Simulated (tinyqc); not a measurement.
Sensitivity of the reflectance: thin-film optics by transfer matrices.

Indices N = n + i k. Snell: N0 sin(theta) = N_j sin(theta_j), with Im(N_j cos theta_j) >= 0. Admittance y_j = N_j cos theta_j for s and N_j/cos theta_j for p. Phase delta_j = 2 pi N_j cos theta_j d_j/lambda. Layer matrix [[cos delta, -i sin delta/y], [-i y sin delta, cos delta]], multiplied from the top down to M. (B, C) = M (1, y_sub); r = (y0 B - C)/(y0 B + C), R = |r|^2, T = 4 Re y0 Re y_sub/|y0 B + C|^2, absorbed in the films 1 - R - T.

Inputs chosen for the exercise (indices near those of polySi, SiO2 on Si; shifted at random, so the results belong to these values and not to a real crystal): lam = 633 nm (vacuum wavelength); n0 = 1 (ambient index); n = (3.983, 1.443, 3.919) (n of polySi, SiO2, substrate); k = (0.039, 0, 0.02) (k in the same order); d = (25.7, 18.3) nm (thicknesses, top first); theta = 30 degrees (angle of incidence).

R for both polarisations.

One parameter was then changed.

Results before and after:

| case | R_s | R_p | T_s |
|---|---|---|---|
| base | 0.3176 | 0.2186 | 0.6593 |
| changed | 0.3135 | 0.2154 | 0.6636 |

Which of these changes was made? (a) lam = 638 nm; (b) k = (0.039, 0, 0.032); (c) n = (4.063, 1.443, 3.919); (d) d = (30.7, 18.3) nm; (e) theta = 35 degrees.

Answer: (a) lam = 638 nm. Of the candidates, run in turn, only this one gives the changed row.

All candidates:

| case | R_s | R_p | T_s |
|---|---|---|---|
| base | 0.3176 | 0.2186 | 0.6593 |
| d = (30.7, 18.3) nm | 0.4098 | 0.2965 | 0.5670 |
| n = (4.063, 1.443, 3.919) | 0.3430 | 0.2405 | 0.6346 |
| k = (0.039, 0, 0.032) | 0.3179 | 0.2188 | 0.6590 |
| lam = 638 nm | 0.3135 | 0.2154 | 0.6636 |
| theta = 35 degrees | 0.3354 | 0.1992 | 0.6421 |

Program tinyqc; command `OMP_NUM_THREADS=1 python tinyqc.py 1682339 1682340 out.jsonl`; about 0.01 s on one thread of a shared Intel(R) Xeon(R) Processor @ 2.30GHz.
